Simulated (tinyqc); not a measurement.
Threshold of a short bulk MOSFET: charge sharing, barrier lowering, narrow width: effect of the junction depth.

n-channel device on a p-type body, depletion approximation, full ionisation. Uniform doping N = Na. Vbi from Boltzmann statistics is rough for the degenerate source. Cox = eps0 eox/tox.

ni = sqrt(Nc Nv) exp(-Eg/(2 Vt)), Eg in volts; 2 pB = 2 Vt ln(N/ni); flat band Vfb - Vt ln(N/Na); Wd = sqrt(2 eps0 eps_r (2 pB - Vbs)/(q N)); body term q N Wd/Cox; long-channel VT0 = flat band + 2 pB + body term; Vbi = Vt ln(N Nsd/ni^2); scale length l = sqrt((eps_r/eox) tox Wd). Charge sharing (trapezoid; it ignores Vds): F = (xj/L)(sqrt(1 + 2 Wd/xj) - 1), lowering = body term times F. Barrier lowering: th = exp(-L/(2 l)) + 2 exp(-L/l), lowering = th [2 (Vbi - 2 pB) + Vds], DIBL = th. Narrow width: rise = body term times xw Wd/W. VT by each model = VT0 - lowering + rise. DIBL under 0.001 mV/V is printed as 0.

Values chosen for this exercise; band and dielectric values close to those of silicon:
```
symbol,value,unit,meaning
T,400,K,temperature
Eg,1.12,eV,band gap
eps_r,11.8,,relative permittivity
Nc,4.34e19,cm^-3,conduction-band density of states at T
Nv,4.02e19,cm^-3,valence-band density of states at T
eox,3.9,,relative permittivity of the gate insulator (close to silicon dioxide)
tox,2,nm,insulator thickness
Na,5.9e17,cm^-3,channel doping
Nsd,1e20,cm^-3,source and drain doping
Vfb,-0.71,V,flat-band voltage for the doping Na
Vbs,0,V,body-source voltage
Vds,0.05,V,drain-source voltage
W,780,nm,gate width
xw,1.5708,,shape factor of the fringing depletion at the width edges
L,170,nm,channel length
```

Constants: q = 1.602176634e-19 C, kB = 1.380649e-23 J/K, Vt = kB T/q, eps0 = 8.8541878128e-14 F/cm where lengths are in cm. Results are converted to the units shown.

The same in every row: N (cm^-3) = 5.9000e17; VT0 (V) = 0.35033; L/l = 10.571; DIBL (mV/V) = 5.1161; VT, barrier lowering (V) = 0.36840.

Effect of the junction depth:

| xj (nm) | F | VT, charge sharing (V) |
|---|---|---|
| 5 | 0.095703 | 0.34808 |
| 8.5 | 0.11626 | 0.34327 |
| 14 | 0.13717 | 0.33837 |
| 24 | 0.16035 | 0.33295 |
| 41 | 0.18242 | 0.32779 |
| 70 | 0.20191 | 0.32323 |
| 120 | 0.21780 | 0.31951 |
| 200 | 0.22910 | 0.31686 |

What does the table show?

As xj goes from 5 to 200, VT0 stays at 0.350 V, DIBL stays at 5.12 mV/V, F rises from 0.0957 to 0.229 and VT by barrier lowering stays at 0.368 V. The junction depth enters only the charge-sharing model.

tinyqc, about 0.01 s, one thread, Intel Xeon 2.30GHz (shared host): `OMP_NUM_THREADS=1 python tinyqc.py 2002183 2002184 out.jsonl`
